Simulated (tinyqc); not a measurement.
Do the excited 1s states matter for ionisation? Model: valley-orbit splitting of a donor ground state, with strain. Computed by tinyqc, a small Python program. Command: `OMP_NUM_THREADS=1 python tinyqc.py 3026736 3026737 out.jsonl valleyorbit walk`. One thread of a shared host (Intel(R) Xeon(R) Processor @ 2.30GHz), about 0.01 s of CPU time with the checks.

The basis is the 1s envelope in each valley; energies are counted from the unstrained conduction-band edge. The strain is e_s (a a^T - 1/3) for the unit stress axis a, so valley j along n_j moves by Xi_u e_s w_j with w_j = (n_j.a)^2 - 1/3: +1/3 for [111] and [-1-11], -1/3 for the others.

Inputs (values chosen for the exercise, modelled on donors in germanium):
```
quantity                                    value   unit
single-valley binding energy E_0             9.62    meV
central-cell shift Lambda                    0.23    meV
coupling Delta_1                             0.75    meV
shear deformation potential Xi_u             16.2     eV
donor density N_D                         3.5e+16  cm^-3
density-of-states mass of one valley m_e    0.218    m_0
```

Valleys: four along <111>. Stress axis: [110].

Constants: k_B = 8.617333262e-05 eV/K; m_0 = 9.1093837015e-31 kg; k_B = 1.380649e-23 J/K; h = 6.62607015e-34 J s.

Method:
- By symmetry: E(A1) = E_0 + Lambda + 3 Delta_1 (one state), E(T2) = E_0 + Lambda - Delta_1 (three), as binding energies.
- H_jj = -(E_0 + Lambda) + Xi_u e_s w_j; H_jk = -Delta_1 between any two valleys.
- z = sum over levels of exp(-(E - E_ground)/k_B T), the ground-state share being 1/z; N_c = 2 (2 pi m_e k_B T/h^2)^(3/2) sum_j exp(-(shift_j - lowest shift)/k_B T); n1 = N_c/(2 z) exp(-binding/k_B T), binding = lowest shift - E_ground; without compensation n = 2 N_D/(1 + sqrt(1 + 4 N_D/n1)) (Boltzmann statistics; p and higher states left out).
- No strain here. The last two columns set z = 1, with the A1 depth, or use one level at E_0 with z equal to the number of valleys.

E(A1) = 12.1 meV

Ionised share:
```
T (K)       z  all 1s states  ground state alone  no splitting
7      1.0208     3.1464e-05          3.1789e-05    1.2416e-04
12     1.1649     2.8774e-03          3.1052e-03    5.1451e-03
18     1.4337     2.4445e-02          2.9199e-02    3.2419e-02
26     1.7863     9.2415e-02          1.2152e-01    1.0657e-01
35     2.1095     1.9983e-01          2.7606e-01    2.1661e-01
56     2.6111     4.4962e-01          6.1090e-01    4.6367e-01
94     3.0715     7.2168e-01          8.6870e-01    7.2825e-01
```

What follows from these numbers?

z grows from 1.021 to 3.07 of at most 4. Leaving out the excited states overstates the ionised share by up to 38.2 % (at 35.0 K); ignoring the splitting misses by a factor 3.95 at the lowest T and 1.01 at the highest.

Extremes, crossings and ranges named in words are read from the listed rows.
